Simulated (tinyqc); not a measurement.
Inside a calculation. Model: size effects in the resistivity of thin metal films and interconnect lines. Computed by tinyqc, a small Python program that keeps every step. Command: `OMP_NUM_THREADS=1 python tinyqc.py 3023834 3023835 out.jsonl size walk`. One thread of a shared host (Intel(R) Xeon(R) Processor @ 2.30GHz), about 0.01 s of CPU time with the checks. Intermediate numbers are printed to about 5 digits and carried at full precision; extremes and crossings named in words are read from the listed rows.

Electrons lose their drift at surfaces (a share 1 - p of the hits) and at grain boundaries (reflection R), besides bulk scattering.

Inputs (values chosen for the exercise, modelled on tungsten):
```
quantity                     value         unit
bulk resistivity rho_b        5.44  microohm cm
bulk mean free path lambda    15.7           nm
specularity p                 0.48            -
grain-boundary reflection R   0.53            -
film thickness h               110           nm
grain size over thickness      1.4            -
```

Geometry: film.

## Grain size

D = (ratio) h.

grain size D = 154 nm

## Grain boundaries

Mayadas-Shatzkes: alpha = (lambda/D) R/(1 - R); rho_b/rho = 1 - 3 alpha/2 + 3 alpha^2 - 3 alpha^3 ln(1 + 1/alpha).

alpha = 0.11496

rho/rho_b from grains = 1.1671

The linear estimate 1 + 3 alpha/2 gives 1.172, within 2 %.

## Surfaces

Fuchs-Sondheimer film: rho_b/rho = 1 - (3/(2 kappa))(1 - p) int_0^1 (s - s^3)(1 - exp(-kappa/s))/(1 - p exp(-kappa/s)) ds, f = rho/rho_b, kappa = thickness/lambda, 80 Gauss-Legendre points.

kappa = h/lambda = 7.0064

rho/rho_b from surfaces = 1.0286

The thick-film form 1 + 3 (1 - p)/(8 kappa) gives 1.028, a deviation of -0.1 %.

## Resistivity of the film

Both together (Mayadas-Shatzkes film): rho_b/rho = (rho_b/rho of the grains alone) - (6/(pi kappa))(1 - p) int_0^(pi/2) dphi int_0^1 ds (cos^2 phi/H^2)(s - s^3)(1 - exp(-kappa H/s))/(1 - p exp(-kappa H/s)), H = 1 + alpha/(cos phi sqrt(1 - s^2)), 40 x 80 Gauss-Legendre points. Sheet resistance rho/h; additive estimate rho_b (f_surface + f_grain - 1).

resistivity rho = 6.4993 microohm cm

sheet resistance = 0.59084 ohm

additive estimate = 6.5046 microohm cm

error of the additive estimate = 0.081755 %

Adding the two excesses (Matthiessen's rule) is 0.1 % high.

## Exact and approximate surface terms

Thick-film form 1 + 3 (1 - p)/(8 kappa); thin-film form (4/3)((1 - p)/(1 + p))/(kappa ln(1/kappa)).

Rho/rho_b:
```
kappa  h (nm)   exact  thick-film form  thin-film form
0.01    0.157  12.281          20.5000          10.173
0.02    0.314   7.444          10.7500           5.988
0.05    0.785   4.074           4.9000           3.128
0.1      1.57   2.739           2.9500           2.035
0.2      3.14   1.965           1.9750           1.455
0.5      7.85   1.422           1.3900               -
1        15.7   1.215           1.1950               -
2        31.4   1.106           1.0975               -
5        78.5   1.041           1.0390               -
10        157   1.020           1.0195               -
```

The thick-film form is within 5 % down to kappa = 0.2; at kappa = 0.01 it is 1.67 times the exact value and the thin-film form 0.83 times. The resistivity doubles between 1.57 and 3.14 nm. Rows thinner than about 5 nm only illustrate the formulas.

Checks made by the program: grain-boundary formula against its angular integral 3 int_0^1 c^3/(c + alpha) dc (relative difference below 1e-10); combined formula at alpha -> 0 against Fuchs-Sondheimer (relative difference 1e-07).
